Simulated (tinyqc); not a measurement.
Inside a calculation (part 2 of 2). Method: G0W0 on RHF in the 6-31g basis, for H3+, spin multiplicity 1. Computed by tinyqc, a small Python program that keeps every step (integrals from PySCF). Command: `OMP_NUM_THREADS=1 python tinyqc.py 20261 20262 out.jsonl` (the two numbers bound the seeds that draw the settings). One thread of a shared host (Intel(R) Xeon(R) Processor @ 2.60GHz), about 0.05 s of CPU time with the checks.

Geometry (angstrom):
```
atom       x       y       z
H     0.0000  0.0000  0.0000
H     0.0000  0.0000  1.1180
H     0.0000  1.1440  0.4100
```

## G0W0 on Hartree-Fock: HOMO

orbital energies (hartree): MO1 -0.9908, MO2 -0.2926, MO3 -0.2177, MO4 0.5991, MO5 0.6271, MO6 0.6987

excitation energies w (hartree): 0.8774  0.9359  1.7086  1.7407  1.8464

X + Y:
```
           1        2        3        4        5
1>2   0.8863   0.0092  -0.0078  -0.0713  -0.0032
1>3  -0.0100   0.9024   0.0044   0.0031  -0.0765
1>4   0.0677  -0.0220   0.9006   0.3298  -0.0751
1>5   0.1377   0.0043  -0.3373   0.8983   0.0343
1>6   0.0059   0.1576   0.0894  -0.0062   0.9460
```

Given earlier and not repeated: Two-electron integrals over orbitals (pq|rs).

W(p,q,m) = sqrt2 sum_ia (pq|ia) (X+Y)_ia,m; Sigma_c(x) = sum_(i,m) W^2/(x - e_i + w_m) + sum_(a,m) W^2/(x - e_a - w_m); solve x = e_p + Sigma_c(x) by Newton steps; Z = 1/(1 - dSigma/dx); 1 hartree = 27.211386 eV.

The 12 largest terms at x = e_p (hartree; W for the signs of X + Y given):
```
q  m        W       term
1  3   0.1355     0.0108
2  1   0.1267    -0.0102
3  2   0.1148    -0.0077
3  5  -0.0984    -0.0037
2  4  -0.0917    -0.0035
6  5   0.1098    -0.0034
5  4   0.0810    -0.0020
4  3   0.0784    -0.0019
6  2  -0.0652    -0.0016
5  1  -0.0556    -0.0012
4  4   0.0368  -4.08e-04
4  1  -0.0265  -2.84e-04
```

Newton steps (hartree):
```
step        x  Sigma_c(x)       Z
0     -0.9908     -0.0247  0.9763
1     -1.0149     -0.0241  0.9765
2     -1.0149     -0.0241  0.9765
```

quasiparticle energy of the HOMO = -27.6178 eV

Hartree-Fock value = -26.9621 eV

## G0W0 on Hartree-Fock: LUMO

As before.

The 12 largest terms at x = e_p (hartree; W for the signs of X + Y given):
```
q  m        W     term
1  1   0.1267   0.0102
2  3   0.0925  -0.0050
1  4  -0.0917   0.0035
3  1  -0.0548  -0.0032
2  1   0.0480  -0.0026
2  2  -0.0433  -0.0020
5  3  -0.0716  -0.0019
5  4   0.0610  -0.0014
3  2  -0.0371  -0.0014
2  4  -0.0411  -0.0010
6  1   0.0422  -0.0010
6  4  -0.0504  -0.0009
```

Newton steps (hartree):
```
step        x  Sigma_c(x)       Z
0     -0.2926     -0.0130  0.9743
1     -0.3053     -0.0127  0.9746
2     -0.3053     -0.0127  0.9746
```

quasiparticle energy of the LUMO = -8.3070 eV

Hartree-Fock value = -7.9612 eV
